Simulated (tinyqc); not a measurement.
## Mobility, diffusion coefficient and lifetime from two collectors

Inverse problem. For an injected sheet in a field F the peak time tp at distance L obeys u^2 tp^2 + 2 D tp = L^2 with u^2 = v^2 + 4 D/tau, and the pulse area goes as exp(L (v - u)/(2 D)); v = mu F. Find u, D, mu and tau without using the Einstein relation.

Values chosen for this exercise:
```
symbol,value,unit,meaning
F,9.3,V/cm,sweep field along the drift
```

distances (um): [520, 1300]
peak times (us): [24.1749895, 62.1933233]
ratio of the areas, far over near = 0.187486808

Answer. The two peak times give two linear equations for u^2 and D; the area ratio gives v - u, and u^2 - v^2 = 4 D/tau gives tau.

u = 2051 cm/s
D = 5.093 cm^2/s
mu = 197.0 cm^2/(V s)
tau = 2.400e-5 s

Computed by the program tinyqc: `OMP_NUM_THREADS=1 python tinyqc.py 2310040 2310041 out.jsonl`, one thread of a shared Intel Xeon 2.30GHz, about 0.01 s for the whole run.
